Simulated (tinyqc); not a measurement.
# Worked calculation: FinFET, parasitic resistance, capacitance and delay

tinyqc, about 0.02 s, one thread, Intel Xeon 2.30GHz (shared host): `OMP_NUM_THREADS=1 python tinyqc.py 2170082 2170083 out.jsonl` Printed values are rounded.

Nf fins under one contact; each has gated perimeter p = 2 Hf + Wf and cross-section A = Hf Wf; contact width Wc = Nf pf, stack height Hs = Hf. Contact length Lc = CPP - Lg - 2 Lsp, shared by two neighbouring gates. Source and drain sides are equal. The formulas are first-order estimates, not field solutions.

Parameters, values chosen for the exercise; values close to those of silicon logic devices:
```
symbol    value        unit                                  meaning
T           300           K                              temperature
Nf            2                                       number of fins
Hf           35          nm                               fin height
Wf            6          nm                                fin width
pf           30          nm                                fin pitch
CPP          60          nm                     contacted gate pitch
Lg           16          nm                              gate length
Lsp           8          nm                            spacer length
ks          3.3                  relative permittivity of the spacer
Hc           20          nm      gate height above the channel stack
rc         1e-9    ohm cm^2                      contact resistivity
re      0.00064      ohm cm  resistivity of the source-drain epitaxy
te           20          nm    current-carrying depth of the epitaxy
rx      0.00072      ohm cm             resistivity of the extension
Lov           2          nm                             gate overlap
Cinv        3.4     uF/cm^2                    inversion capacitance
vx        1.4e7        cm/s                       injection velocity
mu          290  cm^2/(V s)                        apparent mobility
VT         0.22           V          threshold at zero drain voltage
dl         0.05         V/V                         barrier lowering
n          1.19                                  subthreshold factor
Cw         0.21          fF                                wire load
Vdd        0.75           V                           supply voltage
```

Constants: q = 1.602176634e-19 C, kB = 1.380649e-23 J/K, eps0 = 8.8541878128e-12 F/m, Vt = kB T/q. Results are converted to the units shown.

## Geometry and resistances

Epitaxy sheet resistance Rsh = re/te, transfer length LT = sqrt(rc/Rsh), contact Rc = [sqrt(rc Rsh)/Wc] coth(Lc/(2 LT)); extension of one fin Rx = rx Lsp/A. Effective width N p; for equal currents one side has Rc + Rx/N.

Lc = 28 nm
effective width = 152 nm
Rsh = 320 ohm
LT = 17.6777 nm
Rc = 142.954 ohm
Rx = 274.286 ohm
one side times effective width = 42.5748 ohm um

Lc/2 is 0.79 transfer lengths, and Rc is 20 % above the area limit rc/(Wc Lc/2). The contact makes up 51.0 % of one side.

## Capacitances

With N fins: gate Cg = Cinv p N Lg; per side, plate Cp = ks eps0 [Wc (Hs + Hc) - N A]/Lsp, top fringe Cf = (2/pi) ks eps0 Wc ln(1 + Lg/(2 Lsp)), overlap Co = Cinv p N Lov. Cs = Cp + Cf + Co. An inverter of two such devices driving an equal one has the load CL = 2 (Cg + 2 Cs) + 4 Cs + Cw (its own drains counted twice for the Miller effect).

Cg = 82.6880 aF
Cp = 10.5188 aF
Cf = 0.773605 aF
Co = 10.3360 aF
CL = 548.403 aF

The channel capacitance gives 30.2 % of CL, the parasitic parts 31.6 % and the wire 38.3 %.

## Iteration 1: fin currents at Vgs = Vdd, Vds = Vdd/2

I at the start (uA): fin 1 0, fin 2 0

One fin: I = p Q vx u/(1 + |u|^1.8)^(1/1.8), Q = Cinv n Vt ln(1 + exp((Vg' - VT + dl Vd')/(n Vt))), u = Vd' mu/(vx Lg), Vg' = Vgs - v, Vd' = Vds - 2 v, with the drop on each side v = Rc (sum of I) + Rx I. I(new) = I(out).

drop v (mV): fin 1 0, fin 2 0
I(out) (uA): fin 1 192.375, fin 2 192.375
I after iteration 1 (uA): fin 1 192.375, fin 2 192.375

## Iteration 2: fin currents at Vgs = Vdd, Vds = Vdd/2

As before.

drop v (mV): fin 1 107.767, fin 2 107.767
I(out) (uA): fin 1 136.206, fin 2 136.206
I after iteration 2 (uA): fin 1 136.206, fin 2 136.206

## Course of the iteration: fin currents at Vgs = Vdd, Vds = Vdd/2

Stop when the largest change of I is below 1e-6 uA, or after 80 iterations.

Course of the iteration:
```
iteration  total I (uA)  largest |change| of one entry (uA)
1               384.749                                 192
2               272.412                                56.2
3               311.325                                19.5
4               298.925                                6.20
5               302.972                                2.02
6               301.662                               0.655
7               302.087                               0.213
8               301.949                              0.0690
9               301.994                              0.0224
10              301.980                             7.26e-3
11              301.984                             2.35e-3
12              301.983                             7.64e-4
13              301.983                             2.48e-4
14              301.983                             8.04e-5
15              301.983                             2.61e-5
16              301.983                             8.46e-6
17              301.983                             2.74e-6
18              301.983                             8.90e-7
```

Converged in 18 iterations. At the end each change is about 0.32 times the one before: linear convergence.

## Effective current, delay and energy

IH = I(Vdd, Vdd/2) = 301.983 uA
IL = I(Vdd/2, Vdd), solved likewise = 112.996 uA

Ieff = (IH + IL)/2, delay CL Vdd/(2 Ieff), energy CL Vdd^2, with CL the load of an inverter that drives an equal one.

Ieff = 207.490 uA
delay = 0.991140 ps
energy = 308.477 aJ

Without any series resistance Ieff would be 261 uA, so the resistances cost 20.6 %.
